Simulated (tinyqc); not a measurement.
## Thin-film resistivity, exact integral against the thick limit

Fuchs-Sondheimer for a film of thickness d, k = d/lam: rho0/rho = 1 - (3 (1 - ps)/(2 k)) int_1^infinity (t^-3 - t^-5)(1 - exp(-k t))/(1 - ps exp(-k t)) dt; thick limit rho/rho0 = 1 + 3 (1 - ps)/(8 k).

Inputs (values chosen for the exercise); metal values close to those of tungsten:

| symbol | value | unit | meaning |
|---|---|---|---|
| rho0 | 5.36 | uohm cm | bulk resistivity |
| lam | 15.3 | nm | bulk mean free path |
| ps | 0.1 |  | specular share of surface scattering |

Result of one run:

| k | rho/rho0, exact | thick limit | error of the limit (%) | rho (uohm cm) |
|---|---|---|---|---|
| 0.09804 | 4.340 | 4.442 | 2.36 | 23.26 |

Which film thickness d gave this result: 0.77, 1.5, 2.9 or 41 nm?

d = 1.5 nm.

The whole series:

| d (nm) | k | rho/rho0, exact | thick limit | error of the limit (%) | rho (uohm cm) |
|---|---|---|---|---|---|
| 0.77 | 0.05033 | 6.794 | 7.706 | 13.4 | 36.42 |
| 1.5 | 0.09804 | 4.340 | 4.442 | 2.36 | 23.26 |
| 2.9 | 0.1895 | 2.913 | 2.781 | -4.53 | 15.61 |
| 5.6 | 0.3660 | 2.069 | 1.922 | -7.11 | 11.09 |
| 11 | 0.7190 | 1.565 | 1.469 | -6.10 | 8.388 |
| 21 | 1.373 | 1.292 | 1.246 | -3.58 | 6.926 |
| 41 | 2.680 | 1.142 | 1.126 | -1.41 | 6.121 |
| 79 | 5.163 | 1.070 | 1.065 | -0.424 | 5.735 |
| 150 | 9.804 | 1.036 | 1.034 | -0.119 | 5.551 |

rho/rho0 falls from 6.79 to 1.04. The error of the thick limit goes from 13 through a minimum of -7.1 (at d = 5.6 nm among the rows listed) to -0.12 %; it stays within 5 % for k of 1.373 and above among the rows listed. The change of sign at small k is a crossing of two different laws, not agreement.

Computed by the program tinyqc: `OMP_NUM_THREADS=1 python tinyqc.py 2100082 2100083 out.jsonl`, one thread of a shared Intel Xeon 2.30GHz, about 0.01 s for the whole run.
